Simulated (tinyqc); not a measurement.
Inside a calculation. Method: plane-wave Kohn-Sham cycle with exchange-only LDA in a layered model solid. One step of it, computed by the program tinyqc.

Problem. Iteration 1: levels at that k. Diagonalise the Hermitian matrix.

H (hartree):
```
           -3         -2         -1         +0         +1         +2         +3
-3   4.069580  -0.225000   0.050000   0.000000   0.000000   0.000000   0.000000
-2  -0.225000   1.549794  -0.225000   0.050000   0.000000   0.000000   0.000000
-1   0.050000  -0.225000   0.090971  -0.225000   0.050000   0.000000   0.000000
+0   0.000000   0.050000  -0.225000  -0.306890  -0.225000   0.050000   0.000000
+1   0.000000   0.000000   0.050000  -0.225000   0.356211  -0.225000   0.050000
+2   0.000000   0.000000   0.000000   0.050000  -0.225000   2.080276  -0.225000
+3   0.000000   0.000000   0.000000   0.000000   0.050000  -0.225000   4.865302
```

Give: eigenvalues.

Solution.

eigenvalues (hartree): -0.4527  0.0938  0.4297  1.5665  2.0928  4.0907  4.8844
